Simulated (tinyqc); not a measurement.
From one set of inputs to another, one input at a time: the 3-omega method: a line heater on a substrate with a thin film. Computed by tinyqc, a small Python program. Command: `OMP_NUM_THREADS=1 python tinyqc.py 3012072 3012073 out.jsonl threeomega ladder`. One thread of a shared host (Intel(R) Xeon(R) Processor @ 2.30GHz), about 0.02 s of CPU time with the checks.

A current at angular frequency omega = 2 pi f heats the line at 2 omega with the amplitude P per length; the temperature swing Delta T at 2 omega gives a voltage at 3 omega. The substrate is taken as semi-infinite and isotropic, and the heat capacity of heater and film is left out.

The inputs printed are set A. Set A is modelled on a low-k dielectric on gallium nitride; the values taken over come from a set modelled on silicon nitride on germanium. Inputs not listed in the table keep their values of set A, so the rows need not describe a real material.

Inputs (values chosen for the exercise, modelled on a low-k dielectric on gallium nitride):

| quantity | value | unit |
|---|---|---|
| substrate conductivity kappa | 196 | W/(m K) |
| substrate heat capacity C | 3.06 | 1e6 J/(m^3 K) |
| heater half-width b | 23 | micrometre |
| power amplitude per length P | 50 | W/m |
| current frequency f | 160 | Hz |
| film thickness t | 68 | nm |
| film conductivity kappa_f | 0.33 | W/(m K) |
| interface resistance R_i | 16 | m^2 K/GW |
| substrate thickness d_s | 725 | micrometre |
| temperature coefficient of resistance beta | 2.3 | 1e-3/K |
| voltage amplitude V_1 | 1.3 | V |

Method:
- D = kappa/C; q = sqrt(2 i omega/D); penetration depth 1/|q| = sqrt(D/(2 omega)).
- Delta T_s = (P/(pi kappa)) int_0^infinity (sin x/x)^2 / sqrt(x^2 + (q b)^2) dx with (q b)^2 = i |q b|^2, averaged over the heater width (12 Gauss-Legendre points on each of the pieces 0, 14 log-spaced edges from 1e-5 to 1, and multiples of pi to 40 pi; the tail adds 1/(4 (40 pi)^2)).
- For |q| b much below 1: Delta T_s = (P/(pi kappa)) [-ln(|q| b) + eta - i pi/4], eta = 3/2 - C_E = 0.92278, with Euler's C_E = 0.5772157.
- One-dimensional flow across the film: Delta T_f = P (t/kappa_f + R_i)/(2 b); total in-phase swing Delta T = Delta T_s + Delta T_f; third-harmonic amplitude V_3 = V_1 beta |Delta T|/2 with the out-of-phase part included; the apparent film conductivity is t/(t/kappa_f + R_i).

Each row keeps all changes above it:

| input moved | from | to | Delta T_f (K) | apparent film conductivity (W/(m K)) | out-of-phase Delta T_s (K) |
|---|---|---|---|---|---|
| set A | - | - | 0.2414 | 0.306 | -0.06309 |
| current frequency f (Hz) | 160 | 180 | 0.2414 | 0.306 | -0.06302 |
| interface resistance R_i (m^2 K/GW) | 16 | 18 | 0.2435 | 0.303 | -0.06302 |
| film thickness t (nm) | 68 | 210 | 0.7113 | 0.321 | -0.06302 |
| substrate heat capacity C (1e6 J/(m^3 K)) | 3.06 | 1.75 | 0.7113 | 0.321 | -0.06330 |
| heater half-width b (micrometre) | 23 | 22 | 0.7436 | 0.321 | -0.06334 |
| film conductivity kappa_f (W/(m K)) | 0.33 | 2.9 | 0.1027 | 2.323 | -0.06334 |
| power amplitude per length P (W/m) | 50 | 49 | 0.1007 | 2.323 | -0.06207 |

Which inputs carry the difference?

Delta T_f goes from 0.241 to 0.101, a factor 0.417 in all. The largest single move comes from film conductivity kappa_f (a factor 0.138), and film thickness t works against it (a factor 2.92). Apparent film conductivity goes from 0.306 to 2.32, a factor 7.58 in all. The largest single move comes from film conductivity kappa_f (a factor 7.24). Out-of-phase Delta T_s goes from -0.0631 to -0.0621, +0.00102 in all. The largest single move comes from power amplitude per length P (+0.00127), and substrate heat capacity C works against it (-0.000284). The single moves hold for this order of the switches; the total does not depend on the order.

Caution (all rows): the penetration depth exceeds a fifth of the substrate thickness, so the back face is felt and the semi-infinite formula fails.

Extremes, crossings and ranges named in words are read from the listed rows.
